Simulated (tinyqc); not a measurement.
# A tight-binding chain with uneven site energies, recursive Green functions: what changes with what

The device has N = 8 slices of 1 site(s), nearest-neighbour hopping -t, and site energies U; the leads are semi-infinite continuations with site energy 0. V = <i+1|H|i> = -t 1.

Parameters, values chosen for the exercise:
- t = 1.5 eV (hopping (matrix element -t))
- U = [3.07, 1.47, -0.96, -1.44, 0.13, -1.27, -1.13, -0.1] eV (site energies, slice by slice)
- E = 2.31 eV (energy)

Each table varies one quantity; the others keep the values above.

## Transmission against energy

Sigma = t^2 g(E), g(x) = (x - i sqrt(4 t^2 - x^2))/(2 t^2) for |x| < 2 t and (x - sign(x) sqrt(x^2 - 4 t^2))/(2 t^2) otherwise; Gamma = i (Sigma - Sigma^dagger); both leads give the same. Forward pass: g_1 = (E - H_1 - Sigma)^(-1), g_i = (E - H_i - V g_(i-1) V^dagger)^(-1), with Sigma also subtracted on the last slice; G_(i,1) = g_i V G_(i-1,1), starting from g_1. H_i is the block of slice i, its site energy. T(E) = Tr[Gamma G_(N,1) Gamma G_(N,1)^dagger].

Transmission against energy:

| E (eV) | open modes | T(E) | T(E) per open mode |
|---|---|---|---|
| -2.85 | 1 | 0.005695 | 0.005695 |
| -2.37 | 1 | 0.01418 | 0.01418 |
| -1.9 | 1 | 0.04530 | 0.04530 |
| -1.42 | 1 | 0.1723 | 0.1723 |
| -0.95 | 1 | 0.3956 | 0.3956 |
| -0.48 | 1 | 0.4230 | 0.4230 |
| 0 | 1 | 0.1836 | 0.1836 |
| 0.47 | 1 | 0.1172 | 0.1172 |
| 0.95 | 1 | 0.1687 | 0.1687 |
| 1.42 | 1 | 0.7114 | 0.7114 |
| 1.9 | 1 | 0.7376 | 0.7376 |
| 2.37 | 1 | 0.03055 | 0.03055 |
| 2.85 | 1 | 2.897e-4 | 2.897e-4 |

What does the comparison show?

T(E) lies between 2.90e-4 (E = 2.85 eV) and 0.738 (E = 1.9 eV) in these rows. The leads offer 1 open mode(s), of which the mean share 0.23 is transmitted.

## The device repeated

Same model as above.

The list U is repeated k times, so the device has k N slices.

The device repeated:

| k | T(E) | ln T(E) |
|---|---|---|
| 1 | 0.06088 | -2.799 |
| 2 | 0.001299 | -6.646 |
| 3 | 2.718e-5 | -10.51 |
| 4 | 5.684e-7 | -14.38 |
| 5 | 1.189e-8 | -18.25 |
| 6 | 2.486e-10 | -22.12 |
| 8 | 1.087e-13 | -29.85 |
| 10 | 4.756e-17 | -37.58 |
| 12 | 2.080e-20 | -45.32 |

T(E) falls from 0.0609 to 2.08e-20; over the last rows ln T(E) drops by a steady 3.87 a repeat: the energy lies in a gap of the periodic structure that the repeats form, with a decay length of 4.14 slices for the amplitude.

## Effect of the strength of the potential

Same model as above.

All U are multiplied by the factor sc.

Effect of the strength of the potential:

| sc | T(E) | reflection, modes - T(E) |
|---|---|---|
| 0 | 1.000 | 0 |
| 0.38 | 0.7966 | 0.2034 |
| 0.75 | 0.2331 | 0.7669 |
| 1.12 | 0.04248 | 0.9575 |
| 1.5 | 0.05573 | 0.9443 |
| 1.88 | 6.505e-4 | 0.9993 |
| 2.25 | 4.254e-5 | 1.000 |
| 2.62 | 5.656e-6 | 1.000 |
| 3 | 1.050e-6 | 1.000 |

What does the table show?

T(E) moves up and down between 1.05e-6 and 1.00. At sc = 0 the device equals the leads and transmits all 1 open mode(s). Between the first two non-zero rows the reflection goes as sc^(1.95); weak scattering gives sc^2.

Program tinyqc, `OMP_NUM_THREADS=1 python tinyqc.py 2660026 2660027 out.jsonl`; Intel Xeon 2.30GHz, shared host, one thread, about 0.02 s.
